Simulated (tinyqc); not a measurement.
Worked calculation: LDA (PW92) atom on a uniform radial grid, spin-unpolarised, for B+. Computed by tinyqc, a small Python program that keeps every step. Settings: Z = 5, points = 192, R = 9.2, functional = lda,pw, mixing = 1.0, iteration cap = 74. Command: `OMP_NUM_THREADS=1 python tinyqc.py 20646 20647 out.jsonl` (the two numbers bound the seeds that draw the settings). One thread of a shared host (Intel(R) Xeon(R) Processor @ 2.60GHz), about 0.1 s of CPU time with the checks. Later iterations appear only in the table of the cycle.

## Iteration 1

Spherical atom on a uniform radial grid r_j = j h with h = R/(N + 1), h sum u^2 = 1 and integrals as h times sums, u(0) = u(R) = 0 (atomic units):
```
parameter           value
Z                       5
points N              192
R                9.200000
h                0.047668
mixing           1.000000
electrons in 1s         2
electrons in 2s         2
```

Three-point differences turn -u''/2 + [l(l+1)/2r^2 - Z/r + V] u = e u into a tridiagonal matrix (diagonal 1/h^2 + potential, off-diagonal -1/2h^2). D = sum f u^2; the Hartree potential y/r solves y'' = -D/r with y(0) = 0, y(R) = N_e; v_xc comes from rho = D/(4 pi r^2); E = sum f e - int D V + int D (V_H/2 + eps_xc); V(new) = V + mixing (V_H + v_xc - V).

eigenvalues (hartree): 1s -12.3273, 2s -3.1140

Every 12th grid point:
```
r         V in     u(1s)      u(2s)         D     V_H       v_xc
0.5720  0.0000    0.7417    -0.4577    1.5192  5.3186    -0.7777
1.1440  0.0000    0.0872    -0.9628    1.8691  3.2832    -0.5385
1.7161  0.0000    0.0077    -0.6143    0.7550  2.3076    -0.3179
2.2881  0.0000    0.0006    -0.2823    0.1594  1.7460    -0.1672
2.8601  0.0000  4.43e-05    -0.1105    0.0244  1.3984    -0.0835
3.4321  0.0000  3.13e-06    -0.0392    0.0031  1.1654    -0.0402
4.0041  0.0000  2.14e-07    -0.0131  3.41e-04  0.9990    -0.0187
4.5762  0.0000  1.44e-08    -0.0042  3.45e-05  0.8741    -0.0085
5.1482  0.0000  9.53e-10    -0.0013  3.26e-06  0.7770    -0.0037
5.7202  0.0000  6.23e-11  -3.81e-04  2.91e-07  0.6993    -0.0016
6.2922  0.0000         0  -1.12e-04  2.49e-08  0.6357    -0.0007
6.8642  0.0000         0  -3.21e-05  2.06e-09  0.5827  -2.82e-04
7.4363  0.0000         0  -9.08e-06  1.65e-10  0.5379  -1.17e-04
8.0083  0.0000         0  -2.53e-06  1.28e-11  0.4995  -4.76e-05
8.5803  0.0000         0  -6.59e-07         0  0.4662     0.0000
9.1523  0.0000         0  -3.74e-08         0  0.4370     0.0000
```

total energy = -22.813930 hartree

## Iteration 2

As before.

eigenvalues (hartree): 1s -6.0619, 2s -0.5192

Every 12th grid point:
```
r         V in     u(1s)      u(2s)         D     V_H     v_xc
0.5720  4.5409    0.8535    -0.1174    1.4843  4.6242  -0.7720
1.1440  2.7446    0.1688    -0.6450    0.8891  2.8822  -0.4282
1.7161  1.9898    0.0277    -0.7293    1.0653  2.1477  -0.3530
2.2881  1.5788    0.0042    -0.6097    0.7434  1.6931  -0.2657
2.8601  1.3148    0.0006    -0.4471    0.3998  1.3820  -0.1926
3.4321  1.1252  9.12e-05    -0.3058    0.1870  1.1605  -0.1376
4.0041  0.9802  1.31e-05    -0.2007    0.0806  0.9975  -0.0976
4.5762  0.8656  1.86e-06    -0.1283    0.0329  0.8736  -0.0690
5.1482  0.7732  2.63e-07    -0.0805    0.0130  0.7768  -0.0486
5.7202  0.6977  3.71e-08    -0.0498    0.0050  0.6992  -0.0341
6.2922  0.6350  5.21e-09    -0.0304    0.0019  0.6357  -0.0239
6.8642  0.5824  7.30e-10    -0.0183    0.0007  0.5827  -0.0166
7.4363  0.5378  1.02e-10    -0.0108  2.31e-04  0.5379  -0.0113
8.0083  0.4994  1.43e-11    -0.0060  7.08e-05  0.4995  -0.0075
8.5803  0.4662         0    -0.0027  1.47e-05  0.4662  -0.0043
9.1523  0.4370         0  -1.98e-04  7.85e-08  0.4370  -0.0008
```

total energy = -23.661392 hartree

## Iteration 3

As before.

eigenvalues (hartree): 1s -7.0870, 2s -0.7550

Every 12th grid point:
```
r         V in     u(1s)      u(2s)         D     V_H       v_xc
0.5720  3.8522    0.8278    -0.1759    1.4325  4.7672    -0.7635
1.1440  2.4540    0.1445    -0.7309    1.1103  2.9779    -0.4585
1.7161  1.7946    0.0207    -0.7489    1.1227  2.1981    -0.3587
2.2881  1.4274    0.0027    -0.5704    0.6508  1.7147    -0.2552
2.8601  1.1894  3.51e-04    -0.3805    0.2895  1.3903    -0.1749
3.4321  1.0229  4.38e-05    -0.2354    0.1109  1.1634    -0.1177
4.0041  0.8999  5.40e-06    -0.1389    0.0386  0.9985    -0.0783
4.5762  0.8047  6.58e-07    -0.0793    0.0126  0.8740    -0.0517
5.1482  0.7282  7.97e-08    -0.0442    0.0039  0.7769    -0.0338
5.7202  0.6651  9.59e-09    -0.0242    0.0012  0.6993    -0.0220
6.2922  0.6118  1.15e-09    -0.0131  3.43e-04  0.6357    -0.0142
6.8642  0.5662  1.37e-10    -0.0070  9.74e-05  0.5827    -0.0091
7.4363  0.5266  1.63e-11    -0.0037  2.67e-05  0.5379    -0.0058
8.0083  0.4920         0    -0.0018  6.71e-06  0.4995    -0.0035
8.5803  0.4618         0    -0.0008  1.21e-06  0.4662    -0.0020
9.1523  0.4363         0  -5.52e-05  6.09e-09  0.4370  -3.34e-04
```

total energy = -23.694603 hartree

## Convergence

Stop when input and output potentials agree to 1e-7.

Course of the cycle (hartree):
```
iteration           E     e(1s)    e(2s)  largest |V(out) - V(in)|
1          -22.813930  -12.3273  -3.1140                  8.36e+00
2          -23.661392   -6.0619  -0.5192                  1.66e+00
3          -23.694603   -7.0870  -0.7550                  3.55e-01
4          -23.696145   -6.8661  -0.7001                  7.54e-02
5          -23.696214   -6.9130  -0.7115                  1.60e-02
6          -23.696217   -6.9030  -0.7091                  3.40e-03
7          -23.696217   -6.9051  -0.7096                  7.21e-04
8          -23.696217   -6.9047  -0.7095                  1.53e-04
9          -23.696217   -6.9048  -0.7095                  3.25e-05
10         -23.696217   -6.9048  -0.7095                  6.91e-06
11         -23.696217   -6.9048  -0.7095                  1.47e-06
12         -23.696217   -6.9048  -0.7095                  3.12e-07
13         -23.696217   -6.9048  -0.7095                  6.62e-08
```

Converged in 13 iterations. A uniform grid resolves the cusp poorly: for a bare nucleus this grid gives 1s at -12.32735 against -Z^2/2 = -12.5 hartree. Before convergence this energy mixes input and output and is not variational, so it may rise towards its limit.
